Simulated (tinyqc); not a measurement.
Inside a calculation. Method: one-electron ion in a basis of Gaussians. Computed by tinyqc, a small Python program that keeps every step. Settings: Z = 5, l = 2. Command: `OMP_NUM_THREADS=1 python tinyqc.py 31042 31043 out.jsonl` (the two numbers bound the seeds that draw the settings). One thread of a shared host (Intel(R) Xeon(R) Processor @ 2.60GHz), about 0.01 s of CPU time with the checks.

## Matrices over normalised Gaussians

exponents of r^l exp(-a r^2) (1/bohr^2): 0.112800  0.265200  0.623400

Z = 5

l = 2

With p = a_i + a_j and I(k) = Gamma((k+1)/2) / (2 p^((k+1)/2)): S = I(2l+2), T = (2l+3) a_i a_j S / p, V = -Z I(2l+1), each divided by sqrt(S_ii S_jj).

S, lower triangle:
```
          1         2         3
1  1.000000
2  0.733125  1.000000
3  0.317324  0.733210  1.000000
```

T (hartree), lower triangle:
```
          1         2         3
1  0.394800
2  0.406132  0.928200
3  0.212168  0.954906  2.181900
```

V (hartree), lower triangle:
```
           1          2          3
1  -1.429201
2  -1.356276  -2.191420
3  -0.819265  -2.079723  -3.359868
```

## Generalised eigenproblem

H = T + V (hartree), lower triangle:
```
           1          2          3
1  -1.034401
2  -0.950144  -1.263220
3  -0.607096  -1.124817  -1.177968
```

Solve H C = S C e through S^(-1/2); each column has its largest component positive (the first on a tie).

eigenvalues of S: 0.109737  0.682676  2.207587

eigenvalues (hartree): -1.366190  -0.751863  0.005178

coefficients:
```
          1          2          3
1  0.174132   1.201648  -1.149656
2  0.481655  -0.447615   2.237283
3  0.475619  -0.436736  -1.542656
```

For Z = 5 and l = 2 the exact lowest level is -Z^2/(2 n^2) with n = l + 1: -1.388889 hartree.
